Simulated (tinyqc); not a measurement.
Inside a calculation. Method: bound state in one dimension: Numerov shooting, finite differences, DVR. Computed by tinyqc, a small Python program that keeps every step. Settings: points = 64. Command: `OMP_NUM_THREADS=1 python tinyqc.py 22073 22074 out.jsonl` (the two numbers bound the seeds that draw the settings). One thread of a shared host (Intel(R) Xeon(R) Processor @ 2.60GHz), about 0.01 s of CPU time with the checks.

## Numerov steps at E = -13.02

One particle of mass 1 in V = -13.29 exp(-x^2/1.51^2) (atomic units), psi = 0 at both ends:
```
parameter                value
left end                    -7
right end                    7
intervals                   64
h                     0.218750
state sought (nodes)         2
```

k_i = 2 m (E - V_i); (1 + h^2 k_(i+1)/12) y_(i+1) = 2 (1 - 5 h^2 k_i/12) y_i - (1 + h^2 k_(i-1)/12) y_(i-1), from y_0 = 0, y_1 = 0.001.

Points along the way:
```
i         x          V         k             y
0   -7.0000  -6.17e-09  -26.0400        0.0000
1   -6.7812  -2.32e-08  -26.0400        0.0010
2   -6.5625  -8.33e-08  -26.0400        0.0034
3   -6.3438  -2.87e-07  -26.0400        0.0105
4   -6.1250  -9.50e-07  -26.0400        0.0322
5   -5.9062  -3.01e-06  -26.0400        0.0987
21  -2.4062    -1.0488  -23.9424  5546439.7069
22  -2.1875    -1.6296  -22.7807      1.62e+07
23  -1.9688    -2.4281  -21.1839      4.59e+07
24  -1.7500    -3.4690  -19.1020      1.25e+08
25  -1.5312    -4.7525  -16.5350      3.26e+08
26  -1.3125    -6.2432  -13.5536      7.94e+08
```

## Bisection on the node count

With more sign changes than the state has nodes (the last point included) the energy is too high, else too low; the bracket starts as -13.02 to -0.05.

Trials:
```
trial          E  sign changes  y at the right end   next
1      -6.535000             2            4.27e+13  raise
2      -3.292500             4            6.00e+07  lower
3      -4.913750             3           -1.21e+11  lower
4      -5.724375             3           -6.02e+11  lower
5      -6.129688             2            3.98e+12  raise
6      -5.927031             2            3.06e+11  raise
7      -5.825703             3           -3.38e+11  lower
8      -5.876367             3           -7.76e+10  lower
9      -5.901699             2            9.66e+10  raise
10     -5.889033             2            5.41e+09  raise
11     -5.882700             3           -3.71e+10  lower
12     -5.885867             3           -1.61e+10  lower
13     -5.887450             3           -5.40e+09  lower
14     -5.888242             3           -9.56e+06  lower
...          ...           ...                 ...    ...
29     -5.888243             3           -1.54e+05  lower
30     -5.888243             3           -7.16e+04  lower
31     -5.888243             3           -3.04e+04  lower
```

eigenvalue = -5.888243 hartree

## The same grid by other methods

Three-point finite differences and the sine-DVR kinetic matrix of Colbert and Miller on the same points.

Lowest levels (hartree):
```
state  finite differences       DVR
0                -11.6804  -11.6655
1                 -8.6563   -8.5918
2                 -6.0219   -5.8837
3                 -3.7835   -3.5774
4                 -1.9656   -1.7289
```
